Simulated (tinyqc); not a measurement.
Grain-boundary trapping model (Seto) of a polycrystalline semiconductor film: one step, computed by the program tinyqc.

Grains of equal size L are joined by thin boundaries with one trap level. Trapped carriers deplete a width W on each side and raise a barrier, crossed by thermionic emission. Dopants are fully ionised, statistics are non-degenerate and mu_g does not depend on T.

Question. Critical doping. If all traps fill, the grain is just depleted at N* = Q_t/L, with the barrier e Q_t L/(8 eps eps_0).

Inputs (values chosen for the exercise, modelled on polycrystalline silicon): permittivity eps = 11.7; grain size L = 65 nm; trap density Q_t = 1.1e+12 1/cm^2.

Grain interior: resistance included.

Constants: e = 1.602176634e-19 C; eps_0 = 8.8541878128e-12 F/m; k_B = 8.617333262e-05 eV/K.

Give: N*; barrier at N* with all traps filled.

Answer.

N* = 1.692e+17 1/cm^3

barrier at N* with all traps filled = 0.1382 V
